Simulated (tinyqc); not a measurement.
Inside a calculation. Model: tunnelling through a two-layer gate stack, WKB transmission and Tsu-Esaki current.

Computed by the program tinyqc: `OMP_NUM_THREADS=1 python tinyqc.py 2540089 2540090 out.jsonl`, one thread of a shared Intel Xeon 2.30GHz, about 0.03 s for the whole run. Printed values are rounded.

Electrons leave the emitter at x = 0. Energies E (motion across the layers) are in eV from the emitter Fermi level; the collector Fermi level lies at -V and offers states at every E. No charge in the dielectric and no image force: F1 = V/(t1 + t2 eps1/eps2), F2 = F1 eps1/eps2; U = phi1 - F1 x in layer 1 and phi2 - F1 t1 - F2 (x - t1) in layer 2. With C = hbar^2/(2 m0), kappa = sqrt(m (U - E)/C) where U > E and 0 elsewhere; T(E) = exp(-S), S = 2 times the integral of kappa over x.

Parameters, values chosen for the exercise; layer 1 close to silicon dioxide, layer 2 close to zirconium oxide: temperature T = 200 K; Fermi energy of the emitter above its band bottom Ef = 0.3 eV; emitter mass in the supply function me = 1 m0; barrier of layer 1 above the emitter Fermi level at zero bias phi1 = 3.17 eV; tunnelling mass of layer 1 m1 = 0.5 m0; thickness of layer 1 t1 = 0.5 nm; relative permittivity of layer 1 eps1 = 4.07; barrier of layer 2 at zero bias phi2 = 1.42 eV; tunnelling mass of layer 2 m2 = 0.26 m0; thickness of layer 2 t2 = 2.1 nm; relative permittivity of layer 2 eps2 = 23.8; voltage across the dielectric V = 1.3 V; energy of the electron followed E = 0 eV; cells in each layer nc = 3; lower end of the energy grid Ea = -0.3 eV; upper end of the energy grid Eb = 0.19 eV; points of the energy grid nE = 13.

Constants: q = 1.602176634e-19 C, kB = 1.380649e-23 J/K, hbar = 1.054571817e-34 J s, m0 = 9.1093837015e-31 kg, Vt = kB T/q, hbar^2/(2 m0) = 0.0380998212 eV nm^2. Results are converted to the units shown.

Range of the model: The field of 15.1 MV/cm is more than most gate dielectrics sustain; the model ignores breakdown. A layer thinner than 0.8 nm holds only a few atomic planes, where an effective mass is a rough description.

## Fields and band edges

F1 = V/(t1 + t2 eps1/eps2), F2 = F1 eps1/eps2; U = phi1 - F1 x in layer 1 and phi2 - F1 t1 - F2 (x - t1) in layer 2. EOT = 3.9 (t1/eps1 + t2/eps2).

F1 = 15.1318 MV/cm
F2 = 2.58767 MV/cm
U at the end of layer 1 = 2.41341 eV
U at the start of layer 2 = 0.663410 eV
U at the end of layer 2 = 0.12 eV
EOT = 0.823233 nm

## WKB exponent by the midpoint rule

Cut each layer into nc equal cells, take U and kappa at the cell centres, and sum S = 2 sum kappa h.

| cell | x (nm) | U (eV) | kappa (1/nm) |
|---|---|---|---|
| 0 | 0.08333 | 3.04390 | 6.32032 |
| 1 | 0.25000 | 2.79170 | 6.05283 |
| 2 | 0.41667 | 2.53951 | 5.77296 |
| 3 | 0.85000 | 0.57284 | 1.97716 |
| 4 | 1.55000 | 0.39170 | 1.63495 |
| 5 | 2.25000 | 0.21057 | 1.19873 |

S = 12.7839
T(E) = 2.80563e-6

## WKB exponent in closed form

Each layer adds (2/F) sqrt(m/C) [G(u at its left edge) - G(u at its right edge)] to S, with u = U - E (0 where negative) and G(u) = (2/3) u^1.5. The slope follows from 1/d = -dS/dE.

S = 12.7619
T(E) = 2.86800e-6
energy d over which T(E) grows by a factor e = 0.094899 eV

The midpoint rule gives S = 12.784, so its T(E) is 2.2 % below this value. The band edge stays above E through the whole stack: direct tunnelling through a trapezoid.

## Current density on a coarse energy grid

J = J0 times the integral of T(E) N(E) dE, N = ln[(1 + exp(-E/Vt))/(1 + exp((-E - V)/Vt))], J0 = q^2 me m0 kB T/(2 pi^2 hbar^3) (times 1e-4 for A/cm^2 per eV), by Simpson's rule on nE equally spaced points from Ea to Eb.

| point | E (eV) | T(E) | N | T(E) N |
|---|---|---|---|---|
| 0 | -0.300000 | 1.98924e-7 | 17.4068 | 3.46263e-6 |
| 1 | -0.259167 | 2.74430e-7 | 15.0375 | 4.12675e-6 |
| 2 | -0.218333 | 3.82445e-7 | 12.6683 | 4.84492e-6 |
| 3 | -0.177500 | 5.39046e-7 | 10.2990 | 5.55166e-6 |
| 4 | -0.136667 | 7.69588e-7 | 7.93011 | 6.10292e-6 |
| 5 | -0.095833 | 1.11507e-6 | 5.56434 | 6.20461e-6 |
| 6 | -0.055000 | 1.64384e-6 | 3.23154 | 5.31212e-6 |
| 7 | -0.014167 | 2.47436e-6 | 1.18632 | 2.93539e-6 |
| 8 | 0.026667 | 3.82298e-6 | 0.192955 | 7.37664e-7 |
| 9 | 0.067500 | 6.11722e-6 | 0.0197146 | 1.20598e-7 |
| 10 | 0.108333 | 1.03465e-5 | 0.00186087 | 1.92534e-8 |
| 11 | 0.149167 | 1.94515e-5 | 1.74232e-4 | 3.38907e-9 |
| 12 | 0.190000 | 3.63444e-5 | 1.63007e-5 | 5.92440e-10 |

J0 = 2.78910e8 A/(cm^2 eV)
J = 429.992 A/cm^2

The integrand peaks at E = -0.0958 eV among these points. A converged quadrature from -Ef to above the barrier gives 429.8 A/cm^2; this grid is 0.035 % above that.
